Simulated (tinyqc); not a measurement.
# Elastic trap-assisted tunnelling through a dielectric: current against voltage

Emitter at x = 0 (Fermi level 0), collector at x = t (Fermi level -V), band edge U(x) = phi - F x, F = V/t. A trap at x has the energy E = U(x) - Et. With G(u) = (4/(3 F)) sqrt(mo/C) max(u, 0)^1.5, C = hbar^2/(2 m0): S1 = G(phi - E) - G(Et), S2 = G(Et) - G(phi - V - E), T1,2 = exp(-S1,2). The steady rate through one trap is nu T1 T2 (f1 - f2)/(T1 + T2), f1 = f(E), f2 = f(E + V), f(y) = 1/(1 + exp(y/Vt)); both contacts offer states at E.

J = q Nt times the integral of the rate over x. Direct S = (4/(3 F)) sqrt(mo/C) [phi^1.5 - max(phi - V, 0)^1.5].

Inputs (values chosen for the exercise); dielectric values close to those of silicon dioxide: temperature T = 300 K; barrier above the emitter Fermi level phi = 3.07 eV; tunnelling mass mo = 0.49 m0; thickness t = 4.8 nm; trap depth below the band edge of the dielectric Et = 2.9 eV; trap density Nt = 6.5e18 cm^-3; attempt frequency nu = 1e14 1/s.

Constants: q = 1.602176634e-19 C, kB = 1.380649e-23 J/K, hbar = 1.054571817e-34 J s, m0 = 9.1093837015e-31 kg, Vt = kB T/q, hbar^2/(2 m0) = 0.0380998212 eV nm^2. Results are converted to the units shown.

Result of one run:
```
V (V),J (A/cm^2),x of the peak over t,larger S there,direct S
4.17,3.36e-5,0.378,26.3,29.6
```

What becomes of these results when the voltage V is changed from 4.17 to 1.41 V, all else the same?

Result of the changed run:
```
V (V),J (A/cm^2),x of the peak over t,larger S there,direct S
1.41,3.47e-7,0.467,29.1,52.7
```

The whole series:
```
V (V),J (A/cm^2),x of the peak over t,larger S there,direct S
0.3,7.60e-8,0.495,29.4,58.8
0.85,2.80e-7,0.480,29.3,55.9
1.41,3.47e-7,0.467,29.1,52.7
1.96,4.82e-7,0.453,28.9,49.3
2.51,7.70e-7,0.439,28.5,45.4
3.07,1.50e-6,0.422,28.0,40.2
3.62,4.03e-6,0.403,27.3,34.1
4.17,3.36e-5,0.378,26.3,29.6
4.73,6.34e-4,0.129,24.0,26.1
5.28,0.00689,0.110,21.5,23.4
```

J rises from 7.60e-8 to 0.00689 A/cm^2, by 1.03 decades a volt between the first two rows and 1.88 between the last two. The position of the peak falls from 0.495 to 0.110 of t; only traps beyond x/t = (phi - Et)/V lie below the emitter Fermi level, with phi - Et = 0.170 eV. It jumps from 0.378 to 0.129 between V = 4.17 and 4.73 V. For V = 5.28 the field exceeds 10 MV/cm.

Range of the model: Phonon-assisted (inelastic) capture, chains of traps and a spread of trap depths are left out.

tinyqc, about 0.03 s, one thread, Intel Xeon 2.30GHz (shared host): `OMP_NUM_THREADS=1 python tinyqc.py 2370019 2370020 out.jsonl`
